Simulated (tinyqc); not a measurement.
What an interlayer buys: scattering of inversion-layer electrons by surface optical phonons of the gate insulator (remote phonon scattering). Computed by tinyqc, a small Python program. Command: `OMP_NUM_THREADS=1 python tinyqc.py 3110234 3110235 out.jsonl sophonon walk`. One thread of a shared host (Intel(R) Xeon(R) Processor @ 2.30GHz), about 0.02 s of CPU time with the checks.

One subband with the Fang-Howard envelope; insulator and channel are half-spaces, the gate is far away, and an interlayer only moves the polar surface away by t (its own modes and its permittivity contrast are left out).

Inputs (values chosen for the exercise, modelled on HfO2 on In0.53Ga0.47As): static constant of the insulator eps_0s = 22.5; intermediate constant eps_i = 6.66; optical constant eps_inf = 5.03; hbar omega_TO1 = 12.1 meV; hbar omega_TO2 = 47.1 meV; constant of the channel eps_s = 13.9; in-plane mass m = 0.0431 m_0; valleys g_v = 1; sheet density n = 8.1e+11 1/cm^2; mean distance of the electrons z0 = 3/b = 5 nm; interlayer thickness t = 0 nm; temperature T = 250 K; mobility from other processes = 3480 cm^2/(V s).

Screening by the channel electrons: static.

Constants: k_B = 8.617333262e-05 eV/K; hbar^2/(2 m_0) = 3.80998212 eV angstrom^2; e^2/(4 pi eps_0) = 14.39964548 eV angstrom; hbar = 6.582119569e-16 eV s; e = 1.602176634e-19 C; m_0 = 9.1093837015e-31 kg.

Method:
- eps(w) = eps_inf + (eps_0s - eps_i) w1^2/(w1^2 - w^2) + (eps_i - eps_inf) w2^2/(w2^2 - w^2). Surface modes solve eps(w) + eps_s = 0, a quadratic in w^2; the strength of a mode is g = 2/(w d eps/dw).
- Occupation N = 1/(exp(hbar w/(k_B T)) - 1).
- Density of states D = g_v m/(pi hbar^2); eta = E_F/(k_B T) = ln(exp(n/(D k_B T)) - 1); screening wave number q_s = e^2 D/(2 eps_0 eps_avg) x 1/(1 + exp(-eta)), eps_avg = (eps_s + eps_inf)/2; b = 3/z0.
- For a mode of strength g, without the occupation factor, Area x |M(q)|^2 = e^2 hbar w g/(2 eps_0 q) x (b/(b + q))^6 exp(-2 q t) / (1 + (q_s/q) H(q))^2, H = (1 + 9 x/8 + 3 x^2/8)/(1 + x)^3, x = q/b.
- Approximate momentum relaxation rate, taking tau v alike in the initial and final states: 1/tau = (m/(2 pi hbar^3)) sum over modes and over absorption (N, E' = E + hbar w) and emission (N + 1, E' = E - hbar w > 0) of [(1 - f(E'))/(1 - f(E))] int_0^(2 pi) Area |M(q)|^2 (1 - cos theta) d theta, q^2 = k^2 + k'^2 - 2 k k' cos theta, f the Fermi function; 48 midpoints in theta from 0 to pi.
- mu = (e/m) int tau E f (1 - f) dE/(k_B T int f dE), by 300 midpoints from 0 to (max(eta, 0) + 14) k_B T; Matthiessen sum with the other processes.

hbar omega_SO (meV): 1 16.0637, 2 49.1966

strengths g: 1 0.0207195, 2 0.0046342

occupations N: 1 0.902686, 2 0.113481

b = 0.6 1/nm

q_s = 0.150779 1/nm

eta = 1.95605

Against the interlayer thickness:
```
t (nm)  remote-phonon mobility (cm^2/(V s))  total (cm^2/(V s))
0.0                              7.0180e+04              3315.6
0.3                              8.7471e+04              3346.8
0.6                              1.0814e+05              3371.5
1.0                              1.4163e+05              3396.5
1.5                              1.9442e+05              3418.8
2.0                              2.6113e+05              3434.2
3.0                              4.4426e+05              3453.0
```

1 nm of interlayer raises the remote-phonon mobility by a factor 2.02, as exp(2 q t) with an effective q of 0.35 per nm; between 2 and 3 nm the effective q is 0.27. The total goes from 3320 to 3400 over the first nanometre.

Extremes, crossings and ranges named in words are read from the listed rows.
